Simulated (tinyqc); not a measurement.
# One-dimensional ballistic tunnel FET, two-band WKB: effect of temperature

A p-type source for x < 0 with its Fermi level at 0 and its valence edge at ds; in the channel the bands fall as D exp(-x/lam) towards their flat values, with the conduction edge at Ec = ds - dP and D = dP + Eg. The gate moves dP one to one. The drain Fermi level lies at -Vd and the drain side reflects nothing. For w = E - Ec between 0 and dP an electron crosses the gap. Two-band dispersion with equal masses m: inside the gap kappa = sqrt(m u (1 - u/Eg)/C), u the distance from a band edge, C = hbar^2/(2 m0).

S(w) = 2 lam int_0^Eg kappa(u) du/(w + Eg - u) = 2 pi lam sqrt(m/(C Eg)) [w + Eg/2 - sqrt(w (w + Eg))], T(w) = exp(-S). I = g (2 q^2/h) int_0^dP T(w) [f(E) - f(E + Vd)] dw, E = ds - dP + w, f(x) = 1/(1 + exp(x/Vt)). Swing = d(dP)/d(log10 I).

Values chosen for this exercise; band and dielectric values close to those of germanium:
```
symbol,value,unit,meaning
Eg,0.671,eV,band gap
m,0.04,m0,band-edge mass of the two-band model
lam,2.4,nm,screening length of the source junction
ds,0.05,eV,source valence edge above the source Fermi level
Vd,0.1,V,drain bias
g,2,,number of degenerate subbands (spin apart)
dP,0.49,eV,tunnelling window Ev(source) - Ec(channel)
```

Constants: q = 1.602176634e-19 C, kB = 1.380649e-23 J/K, hbar = 1.054571817e-34 J s, h = 6.62607015e-34 J s, m0 = 9.1093837015e-31 kg, Vt = kB T/q, hbar^2/(2 m0) = 0.0380998212 eV nm^2. Results are converted to the units shown.

Results:

| T (K) | I (uA) | swing (mV/decade) | Vt ln 10 (mV/decade) |
|---|---|---|---|
| 77 | 3.282 | 954.2 | 15.28 |
| 150 | 3.269 | 953.0 | 29.76 |
| 200 | 3.241 | 950.4 | 39.68 |
| 300 | 3.130 | 939.5 | 59.53 |
| 350 | 3.057 | 931.6 | 69.45 |
| 400 | 2.976 | 922.3 | 79.37 |

Estimate the missing row, T = 250 K.

Computed row:

| T (K) | I (uA) | swing (mV/decade) | Vt ln 10 (mV/decade) |
|---|---|---|---|
| 250 | 3.193 | 945.8 | 49.61 |

With this row back in the table: I falls from 3.28 to 2.98 uA, and the swing falls from 954 to 922 mV/decade, while the thermionic limit rises from 15.3 to 79.4 mV/decade. Gap and mass are held fixed. In every row S at w = dP is below 2, where a WKB prefactor of 1 is a rough guess.

Range of the model: The two-band model describes a direct gap; phonon-assisted tunnelling across an indirect gap is left out.

Computed by the program tinyqc: `OMP_NUM_THREADS=1 python tinyqc.py 2620091 2620092 out.jsonl`, one thread of a shared Intel Xeon 2.30GHz, about 0.01 s for the whole run.
